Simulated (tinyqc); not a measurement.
Stacked nanosheet transistor, parasitic resistance, capacitance and delay: one step of the calculation.

Ns sheets share one contact on top; each has perimeter p = 2 (Ws + ts) and cross-section A = Ws ts; contact width Wc = Ws + 10 nm, stack height Hs = Ns pv. Sheet 1 is the top one. Contact length Lc = CPP - Lg - 2 Lsp, shared by two neighbouring gates. Source and drain sides are equal. The formulas are first-order estimates, not field solutions.

Problem. Effective current, delay and energy. Ieff = (IH + IL)/2, delay CL Vdd/(2 Ieff), energy CL Vdd^2, with CL the load of an inverter that drives an equal one.

Parameters, values chosen for the exercise:

| symbol | value | unit | meaning |
|---|---|---|---|
| Vdd | 0.7 | V | supply voltage |

IH = I(Vdd, Vdd/2) = 70.571056 uA
IL = I(Vdd/2, Vdd), solved likewise = 26.483713 uA
CL = 292.69004 aF

Wanted: Ieff; delay; energy.

Solution.

Ieff = 48.527 uA
delay = 2.1110 ps
energy = 143.42 aJ

Computed by the program tinyqc: `OMP_NUM_THREADS=1 python tinyqc.py 2170106 2170107 out.jsonl`, one thread of a shared Intel Xeon 2.30GHz, about 0.09 s for the whole run.
